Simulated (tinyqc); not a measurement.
From neighbour distance d back to repulsion A: Gupta-type many-body potential for a metal. Computed by tinyqc, a small Python program. Command: `OMP_NUM_THREADS=1 python tinyqc.py 3004084 3004085 out.jsonl gupta inv`. One thread of a shared host (Intel(R) Xeon(R) Processor @ 2.30GHz), about 0.03 s of CPU time with the checks.

E_i = sum_j A exp(-p (r_ij/r0 - 1)) - xi rho_i^gamma, with rho_i = sum_j exp(-2 q (r_ij/r0 - 1)); gamma = 1/2 is the tight-binding second-moment form. The crystal is fcc unless stated; d is the neighbour distance and a fixed number of shells is kept.

Inputs (values chosen for the exercise, for a model metal): hopping xi = 1.3 eV; decay p = 16.7; decay q = 1.15; reference distance r0 = 2.491 angstrom; shells kept = 5; embedding exponent gamma = 0.45.

Constants: 1 eV/angstrom^3 = 160.2176634 GPa.

Method. fcc shells: d sqrt(k), k = 1..5, with 12, 6, 24, 12, 24 atoms; Omega = d^3/sqrt2. Equilibrium: dE/dd = 0; B = d^2 E''(d)/(9 Omega).

Question. A run gave the result below. Find the repulsion A, known to lie between 0.03 and 0.075 eV.

neighbour distance d = 2.50397 angstrom

Answer.

Each step takes the trial c = (a f_b - b f_a)/(f_b - f_a), f being the result less the target and a, b, c the logarithms of the listed values; c replaces end b, the old b replaces a if the sign of f changed, and otherwise f_a is halved.

Scan of the range:
```
repulsion A (eV)  neighbour distance d (angstrom)
0.0300                                    2.46299
0.0349                                    2.48808
0.0407                                    2.51357
0.0474                                    2.53883
0.0553                                    2.56437
0.0644                                    2.58960
0.0750                                    2.61482
```

False position (Illinois rule, in the logarithm of the input) inside the bracket:
```
step      end a      end b      trial  neighbour distance d (angstrom)
1     0.0349000  0.0407000  0.0384102                          2.50397
2     0.0349000  0.0384102  0.0384098                          2.50397
3     0.0384102  0.0384098  0.0384100                          2.50397
```

Neighbour distance d rises at every point of a 13-point scan of the range (every second point is shown), so one value fits; it is bracketed by 0.0349 and 0.0407. Answer: repulsion A = 0.03841 eV.
